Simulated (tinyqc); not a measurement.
Competing polymorphs of an oxide film: bulk, surface, grain-boundary, dopant and field terms: one step, computed by the program tinyqc.

Phases: monoclinic m (reference), polar orthorhombic o, tetragonal t. Free energies per formula unit (f.u.); 1 J/m^2 x angstrom^3/nm = 6.241509 meV.

Problem. Free energies of the grain. Area per volume: A = 2/h + f_b/R (two free faces; the side wall 2/R is shared by two grains and carries f_b gamma); G = b + gamma Omega A.

Inputs (values chosen for the exercise, for a model oxide):
```
quantity                                   value        unit
surface energy of m                          2.7       J/m^2
surface energy of o                         2.18       J/m^2
surface energy of t                          2.1       J/m^2
grain-boundary energy over surface energy   0.42           -
volume per formula unit Omega               34.5  angstrom^3
film thickness h                              21          nm
grain radius R                                17          nm
temperature T                               1100           K
```

Geometry: columnar grains in a film.

b (meV/f.u.): m 0.00, o 24.34, t 39.50

Give: area per volume A; G less G(m); G(o) - G(m); G(t) - G(o).

Solution.

area per volume A = 0.11994 1/nm

G less G(m) (meV/f.u.): m 0.000, o 10.910, t 24.003

G(o) - G(m) = 10.910 meV/f.u.

G(t) - G(o) = 13.094 meV/f.u.

The lowest phase is m, by 10.9 meV/f.u. over o, as in the bulk terms. Caution: this is an equilibrium ranking; real films often keep the phase that nucleates first on cooling from t.
